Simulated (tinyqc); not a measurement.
# Changing the total solute fraction x0

Model: equilibrium and kinetic segregation of a solute to boundaries and growing surfaces. Computed by tinyqc, a small Python program. Command: `OMP_NUM_THREADS=1 python tinyqc.py 3009231 3009232 out.jsonl segreg sweep`. One thread of a shared host (Intel(R) Xeon(R) Processor @ 2.30GHz), about 0.01 s of CPU time with the checks.

Inputs (values chosen for the exercise, modelled on phosphorus in polycrystalline silicon):

| quantity | value | unit |
|---|---|---|
| segregation energy Q | 0.419 | eV |
| temperature T | 1075 | K |
| grain size d | 82 | nm |
| boundary thickness delta | 0.42 | nm |
| atomic volume Omega | 20.02 | angstrom^3 |
| clean boundary energy gamma_0 | 0.48 | J/m^2 |

Isotherm: Langmuir-McLean.

Constants: k_B = 8.617333262e-05 eV/K; 1 eV/angstrom^2 = 16.02176634 J/m^2.

Method:
- With theta the solute fraction on boundary sites and x that in the grains, theta/(1 - theta) = [x/(1 - x)] exp[Q/(k_B T)].
- The coverage theta_inf is that for x = x0.
- Finite grains: boundary sites are the fraction f = 3 delta/d, and x0 = (1 - f) x + f theta; solve both equations for theta; share at boundaries = f theta/x0.
- Gibbs adsorption for this isotherm in a dilute matrix: gamma = gamma_0 + Gam_0 [k_B T ln(1 - theta)], Gam_0 = delta/Omega sites per area.

One run for each value:

| total solute fraction x0 | coverage theta_inf | coverage theta | fraction x left in the grains | boundary energy gamma (J/m^2) |
|---|---|---|---|---|
| 1.00e-05 | 9.203e-04 | 3.837e-04 | 4.167e-06 | 4.799e-01 |
| 2.90e-05 | 2.664e-03 | 1.113e-03 | 1.209e-05 | 4.797e-01 |
| 8.40e-05 | 7.679e-03 | 3.220e-03 | 3.506e-05 | 4.790e-01 |
| 2.40e-04 | 2.164e-02 | 9.177e-03 | 1.005e-04 | 4.771e-01 |
| 7.10e-04 | 6.143e-02 | 2.695e-02 | 3.005e-04 | 4.715e-01 |
| 2.10e-03 | 1.624e-01 | 7.793e-02 | 9.166e-04 | 4.547e-01 |
| 5.90e-03 | 3.535e-01 | 2.050e-01 | 2.792e-03 | 4.086e-01 |
| 1.70e-02 | 6.144e-01 | 4.773e-01 | 9.816e-03 | 2.780e-01 |
| 5.00e-02 | 8.290e-01 | 7.867e-01 | 3.850e-02 | -1.123e-03 |

Over the rows, coverage theta_inf rises from 9.20e-4 to 0.829 (exponent d ln y / d ln x 1.00 between the first rows and 0.28 between the last); coverage theta rises from 3.84e-4 to 0.787 (exponent d ln y / d ln x 1.00 between the first rows and 0.46 between the last); fraction x left in the grains rises from 4.17e-6 to 0.0385 (exponent d ln y / d ln x 1.0 between the first rows and 1.3 between the last). At the low end the exponent of coverage theta_inf is 1.00, close to 1: Henry's-law regime. At the low end the exponent of fraction x left in the grains is 1.00, close to 1: x in the grains is proportional to x0.

Caution (rows 0.0170, 0.0500): so much solute in the grains may exceed the solubility and is no longer dilute. Caution (rows 0.0500): gamma nears or passes zero; a compound usually precipitates before that. Caution (rows 0.0500): near saturation a single segregation energy is a poor picture.
